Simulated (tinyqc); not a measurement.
Width of the well: strained quantum well: band edges, subbands and transparency.

Growth on (001), barriers unstrained: tr(e) = e (2 - nu2), Z = b e (1 + nu2); Ec = Ev + Eg + ac tr(e), E_HH = Ev + av tr(e) + Z, E_LH = Ev + av tr(e) - Z (coupling to the split-off band left out).

Masses along z: me, 1/(g1 - 2 g2) for HH, 1/(g1 + 2 g2) for LH, likewise in the barrier; in the plane me, 1/(g1 + g2) for HH and 1/(g1 - g2) for LH (no mixing, which understates the hole masses away from k = 0). Level n solves k L + 2 atan[(k/m)/(kappa/mb)] = n pi, k = sqrt(m E/c), kappa = sqrt(mb (V - E)/c), c = hbar^2/2m0.

Transparency (Bernard-Duraffourg): Fc - Fv equals the lowest transition energy with n = p, n = sum m/(2 pi c) kB T ln(1 + exp((Fc - E)/kB T)) and p likewise over the listed subbands; c = hbar^2/2m0, 1/angstrom^2 = 1e16/cm^2.

Constants: hbar^2/2m0 = 3.80998211 eV angstrom^2; kB = 8.617333262e-05 eV/K; hc = 1239.841984 eV nm.

Values chosen for the exercise (near those of a GaAsP/AlGaAs well; shifted at random, so the results belong to these values and not to a real crystal):
- e = 0.0079 (strain in the plane)
- nu2 = 0.916 (2 C12/C11)
- Eg = 1.695 eV (unstrained gap of the well)
- Ev = -0.903 eV (its valence edge)
- ac = -7.4 eV
- av = 1.28 eV (Ev moves by av tr(e))
- b = -1.91 eV (shear potential)
- Egb = 1.913 eV (gap of the barrier)
- Evb = -1 eV (its valence edge)
- me = 0.0809 m0 (electron mass)
- g1 = 6.34 (gamma1)
- g2 = 1.71 (gamma2)
- meb = 0.1 m0
- g1b = 5.7
- g2b = 1.6
- T = 350 K (temperature)
- Ls = (25, 35, 50, 65, 85, 110, 150) angstrom (widths)

All levels anew.

Results:
```
L (angstrom)  wavelength (nm)  top hole  hh1 - lh1 (meV)  n_tr (1e12/cm^2)  share in top  n_tr/L (1e18/cm^3)
25                        691       lh1               -8             1.297          0.69                5.19
35                        709       lh1              -17             1.260          0.74                3.60
50                        728       lh1              -28             1.245          0.76                2.49
65                        741       lh1              -35             1.283          0.75                1.97
85                        752       lh1              -41             1.342          0.73                1.58
110                       760       lh1              -46             1.470          0.68                1.34
150                       767       lh1              -51             1.721          0.59                1.15
```

What does the comparison show?

The wavelength tunes by 76 nm. The sheet density at transparency changes from 1.30 to 1.72, the top hole subband holding 0.69 and 0.59 of the holes at the ends, while the volume density falls by a factor 4.5. Critical thickness and carrier escape are left out.

tinyqc: `OMP_NUM_THREADS=1 python tinyqc.py 1281524 1281525 out.jsonl`; about 0.01 s, one thread, shared Intel(R) Xeon(R) Processor @ 2.30GHz.
